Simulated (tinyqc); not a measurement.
Inside a calculation. Model: capacitance measurement on a leaky thin oxide: effects of series resistance and leakage.

Program tinyqc, `OMP_NUM_THREADS=1 python tinyqc.py 2022129 2022130 out.jsonl`; Intel Xeon 2.30GHz, shared host, one thread, about 0.01 s. Printed values are rounded.

The device is a capacitance C in parallel with a leakage conductance G, in series with Rs and Ls. An impedance meter reports either a parallel pair (Cp, Gp) from Y = 1/Z = Gp + i w Cp or a series pair (Cs, Rm) from Z = Rm + 1/(i w Cs); w = 2 pi f, dissipation D = Gp/(w |Cp|).

Parameters, values chosen for the exercise; values of the order met in thin-oxide MOS capacitors: relative permittivity of the gate insulator (close to silicon dioxide) eox = 3.9; insulator thickness tox = 1.4 nm; gate area A = 2500 um^2; oxide-equivalent thickness added by the accumulation layer zc = 0.32 nm; oxide-equivalent thickness added by gate depletion zp = 0.19 nm; gate leakage current density, not matched to the thickness Jg = 0.99 A/cm^2; voltage for an e-fold rise of the leakage Vs = 0.41 V; series resistance Rs = 490 ohm; series inductance Ls = 26 nH; measuring frequency f = 2e5 Hz.

Constants: eps0 = 8.8541878128e-14 F/cm where lengths are in cm. Results are converted to the units shown.

## True capacitance and conductance

EOT = 3.9 tox/eox; CET = EOT + zc + zp; C = 3.9 eps0 A/CET; G = Jg A/Vs.

EOT = 1.4 nm
CET = 1.91 nm
C = 45.1981 pF
G = 60.3659 uS

## What the meter reports

Z = Rs + i w Ls + 1/(G + i w C).

Z = 9276.88-8267.44i ohm
Cp = 42.6072 pF
Gp = 60.0791 uS
Cs = 96.2540 pF
D = 1.12210

Cp is 5.7 % below C and Cs is 2.13 times it; G Rs = 0.0296, w C Rs = 0.0278 and G/(w C) = 1.06.
